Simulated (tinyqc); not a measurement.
Inside a calculation: effective mass of the heavy-hole band from tabulated energies. Values are carried at full precision from step to step, so a last printed digit may differ when a step is redone from the rounded ones.

c = hbar^2/2m0.
Constants: hbar^2/2m0 = 3.80998211 eV angstrom^2; kB = 8.617333262e-05 eV/K.

Inputs chosen for the exercise (out of a larger set: band of an eight-band Kane model near GaAs; not measured data): T = 300 K (temperature).

## Finite differences

Energies along [110], from the band edge downward:

| k (1/angstrom) | E (meV) |
|---|---|
| 0.00000 | 0.0000 |
| 0.01700 | 1.6679 |
| 0.03400 | 6.5641 |
| 0.05100 | 14.3706 |
| 0.06800 | 24.5774 |
| 0.08500 | 36.5307 |
| 0.10200 | 49.5208 |
| 0.11900 | 62.8979 |
| 0.13600 | 76.1750 |

reference mass (curvature of the model at k = 0.0001 1/angstrom) = 0.65663 m0

The band is even in k. m = c k^2/E(k) from the points 1, 2, 4 (k = 0 is point 0); Richardson from points 1 and 2: c/m = [16 E(k1) - E(k2)]/(12 k1^2).

m from points 1, 2, 4 (m0): 0.66016  0.67097  0.71681

m by Richardson = 0.65664 m0

Errors against the reference: +0.54, +2.18 and +9.17 % and 0.00 %. The extrapolation removes the k^4 term.

## Least squares over all points

Fit E = a k^2 (a = sum k^2 E/sum k^4), then E = a k^2 + b k^4 from the normal equations; E in eV; m = c/a.

sums of k^4, k^6, k^8: 0.00073265  1.0789e-05  1.7219e-07

sums of k^2 E, k^4 E: 0.0032379  4.6572e-05

a, one term = 4.4194 eV angstrom^2

a and b, two terms: 5.644  -83.14

m, one and two terms (m0): 0.86210  0.67509

The parabola over all points errs by +31.3 % because the weights k^4 favour the outer points; the second term brings the error to +2.8 %.

## The non-parabolic form

E (1 + alpha E) = c k^2/m means that y = c k^2/E is a straight line in E with intercept m and slope m alpha. Fit the line by unweighted least squares over points 1 to 8, E in eV.

y (m0): 0.66016  0.67097  0.68959  0.71681  0.75353  0.80045  0.85779  0.92510

m = 0.64087 m0
alpha = 5.429 1/eV

The intercept errs by -2.40 %. For this band the scale of alpha is set by Dso = 0.342 eV as well as by the gap.

## Which mass for which use

From the fitted m and alpha: momentum mass at energy E, m (1 + 2 alpha E); curvature mass m (1 + 2 alpha E)^3; thermal factors to first order in alpha kT: density of states Nc (1 + 15 alpha kT/4), conductivity mass m (1 + 5 alpha kT). Take E = 3 kT/2.

alpha kT = 0.1404
momentum mass = 0.91071 m0
curvature mass = 1.83908 m0
factor on Nc = 1.5263
thermal conductivity mass = 1.09061 m0

alpha kT is not small, so first order is only a guide. For a warped valence band one direction does not stand for the whole band.

## Checks

- Two-term fit by normal equations against a least-squares routine: both 5.64369.

(tinyqc, `OMP_NUM_THREADS=1 python tinyqc.py 1880448 1880449 out.jsonl`, Intel(R) Xeon(R) Processor @ 2.30GHz, 1 thread, shared host, about 0.01 s.)
